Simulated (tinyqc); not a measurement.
Resistance of a source-drain extension with a graded tip: one step of the calculation.

y runs along the channel, the gate covers y > 0. The doping is N0 for y < y0 and N0 10^(-(y - y0)/la) beyond, uniform over the depth xj. Sheet conductance s(y) = q mu(N) max(N - Nch, 0) xj + (for y > 0) ma Cox Vo, with mu(N) = u0 + (u1 - u0)/(1 + (N/Nr)^au) and Cox = eps0 eox/tox. Current is taken as one-dimensional; depletion of the tip, spreading and the contact are left out. The metallurgical junction lies at yj, where N = Nch.

Question. Sheet resistances and junction position. yj = y0 + la log10(N0/Nch); sheet resistance of the full extension 1/[q mu(N0)(N0 - Nch) xj] and of the gate-induced layer 1/(ma Cox Vo); metallurgical length Lg - 2 yj; ye is where the doped and the gate-induced conductances are equal.

Parameters, values chosen for the exercise; mobility law close to that of holes in silicon:
```
symbol,value,unit,meaning
eox,8.77,,relative permittivity of the gate insulator (close to aluminium oxide)
tox,7.6,nm,insulator thickness
N0,1.5e20,cm^-3,active doping of the extension far from the gate
la,3.3,nm/decade,lateral abruptness
y0,4.4,nm,position under the gate where the fall begins (gate edge at 0)
xj,12,nm,depth of the extension
Nch,2.1e18,cm^-3,channel doping
Vo,0.67,V,gate overdrive
ma,48,cm^2/(V s),mobility of the gate-induced layer
u1,470.5,cm^2/(V s),mobility at low doping
u0,44.9,cm^2/(V s),mobility at high doping
Nr,2.23e17,cm^-3,reference doping
au,0.719,,exponent
Lg,60,nm,gate length
```

Constants: q = 1.602176634e-19 C, eps0 = 8.8541878128e-14 F/cm where lengths are in cm. Results are converted to the units shown.

Give: yj; sheet resistance of the extension; sheet resistance of the induced layer; metallurgical length; ye; N at ye.

Answer.

yj = 10.518 nm
sheet resistance of the extension = 720.54 ohm/square
sheet resistance of the induced layer = 30433 ohm/square
metallurgical length = 38.964 nm
ye = 9.6153 nm
N at ye = 3.9418e18 cm^-3

The gate takes over 0.902 nm before the junction, where N is still 1.88 times the channel doping.

Computed by the program tinyqc: `OMP_NUM_THREADS=1 python tinyqc.py 2282161 2282162 out.jsonl`, one thread of a shared Intel Xeon 2.30GHz, about 0.05 s for the whole run.
